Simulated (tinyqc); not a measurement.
Which roughness does what: X-ray reflectivity of a thin film on silicon: critical angles, Parratt recursion, fringes and roughness. Computed by tinyqc, a small Python program. Command: `OMP_NUM_THREADS=1 python tinyqc.py 3120967 3120968 out.jsonl xrr walk`. One thread of a shared host (Intel(R) Xeon(R) Processor @ 2.30GHz), about 0.01 s of CPU time with the checks.

n = 1 - delta + i beta; the classical electron radius is r_e = 2.8179403e-6 nm. Layer 0 is vacuum, 1 the film, 2 the substrate.

Inputs (values chosen for the exercise, modelled on Al2O3 on silicon, copper K-alpha radiation):
```
quantity                                        value     unit
wavelength lambda                             0.15406       nm
film density rho                                 3.27   g/cm^3
effective electrons per unit mass, film         0.487    mol/g
beta/delta, film                                0.013        -
film thickness d                                 12.8       nm
roughness of the surface sigma_1                 0.13       nm
roughness of the interface sigma_2               0.25       nm
substrate density                                2.33   g/cm^3
effective electrons per unit mass, substrate    0.507    mol/g
beta/delta, substrate                           0.023        -
grazing angle theta                             0.868  degrees
```

Constants: N_A = 6.02214076e+23 1/mol.

Method:
- delta = r_e lambda^2 rho_e/(2 pi), rho_e = density x electrons per mass x N_A; critical angle sqrt(2 delta), q_c = 4 sqrt(pi r_e rho_e).
- k_j = (2 pi/lambda) sqrt(sin^2 theta - 2 delta_j + 2 i beta_j); r_ij = (k_i - k_j)/(k_i + k_j) x exp(-2 k_i k_j sigma^2) (Nevot-Croce); r = (r_01 + r_12 p)/(1 + r_01 r_12 p), p = exp(2 i k_1 d); R = |r|^2.
- Far above the critical angle the period is d theta = lambda/(2 d), or 2 pi/d in q; the envelope runs between (|r_01| - |r_12 p|)^2 and (|r_01| + |r_12 p|)^2; contrast = 2 a b/(a^2 + b^2) with a = |r_01|, b = |r_12 p|; roughness factors on the amplitudes are about exp(-q^2 sigma^2/2).
- R is averaged over one period above each angle (64 points); contrast = (max - min)/(max + min) of R theta^4 over that period. Cases: smooth; only sigma_1; only sigma_2; both.

period in theta = 0.344804 degrees

Constants:
```
layer      rho_e (1/nm^3)        delta         beta  critical angle (degrees)  q_c (1/nm)
film              959.020  1.02084e-05  1.32710e-07                  0.258891    0.368565
substrate         711.402  7.57263e-06  1.74170e-07                  0.222977    0.317437
```

Mean R and contrast:
```
theta (degrees)    R smooth  contrast  R, sigma_1  contrast, sigma_1  R, sigma_2  contrast, sigma_2     R, both  contrast, both
0.8              4.4560e-04   0.50112  4.3452e-04            0.51238  4.4210e-04            0.47619  4.3102e-04         0.48729
1.2              9.9258e-05   0.49105  9.4018e-05            0.50978  9.7754e-05            0.44627  9.2517e-05         0.46418
1.8              2.1638e-05   0.48596  1.9247e-05            0.52465  2.1047e-05            0.38699  1.8656e-05         0.42184
2.5              6.2665e-06   0.48466  5.0427e-06            0.55070  5.9968e-06            0.31909  4.7741e-06         0.37203
3.5              1.7054e-06   0.48395  1.1256e-06            0.60608  1.6087e-06            0.21311  1.0297e-06         0.28815
```

What does the comparison show, and why?

At 2.5 degrees sigma_1 alone multiplies the mean R by 0.80 and sigma_2 alone by 0.96; the contrast goes from 0.48 (smooth) to 0.55 and 0.32.
